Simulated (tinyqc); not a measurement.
Lifetime against injection: Shockley-Read-Hall recombination through one deep level.

One level at Et with degeneracy 1: tn = 1/(sn vth Nt), tp = 1/(sp_ vth Nt), n1 = Nc exp((Et - Eg)/kT), p1 = Nv exp(-Et/kT), ni^2 = n1 p1. Equilibrium n0 = Nm, p0 = ni^2/Nm; n = n0 + dn, p = p0 + dn. U = (n p - ni^2)/(tp (n + n1) + tn (p + p1)), lifetime dn/U; emission rates en = sn vth n1, ep = sp_ vth p1.

Constants: kB = 8.617333262e-05 eV/K.

Values chosen for the exercise (gap and densities of states near those of SiC at this temperature; the results hold for these values, not for the real material): Eg = 3.239 eV (gap); Nc = 1.78e+19 1/cm^3 (conduction-band density of states); Nv = 3.26e+19 1/cm^3 (valence-band density of states); T = 300 K; Et = 1.13 eV (recombination level above Ev); Nt = 1.2e+14 1/cm^3 (defects); sn = 4e-16 cm^2 (electron capture cross-section); sp_ = 3.1e-14 cm^2 (hole capture cross-section); vth = 16000000 cm/s (thermal velocity, both carriers); Nm = 1.2e+15 1/cm^3 (equilibrium electrons for the lifetime steps).

Recombination:
```
dn (1/cm^3)  lifetime (microsecond)  U (1/(cm^3 s))
1.0e+11                     0.01691        5.91e+18
1.0e+12                     0.01789        5.59e+19
1.0e+13                     0.02756        3.63e+20
1.0e+14                      0.1170        8.55e+20
1.0e+15                      0.6087        1.64e+21
1.0e+16                       1.179        8.48e+21
1.0e+17                       1.303        7.67e+22
1.0e+18                       1.317        7.59e+23
```

The lifetime rises from 0.01691 to 1.317 microsecond; tn + tp = 1.319. At low injection it is tp (1 + n1/n0) + tn p1/n0 with n1/Nm = 5.5e-32 and p1/Nm = 2.8e-15: re-emission is negligible, so minority capture alone counts. Auger and radiative paths are left out; they cut in at the highest injections, and in a doped direct-gap crystal the radiative one counts at all injections. dn = dp neglects trapped charge, which matters where the traps hold a charge comparable with dn, at low injection and with very unequal cross sections.

tinyqc: `OMP_NUM_THREADS=1 python tinyqc.py 1650212 1650213 out.jsonl`; about 0.01 s, one thread, shared Intel(R) Xeon(R) Processor @ 2.30GHz.
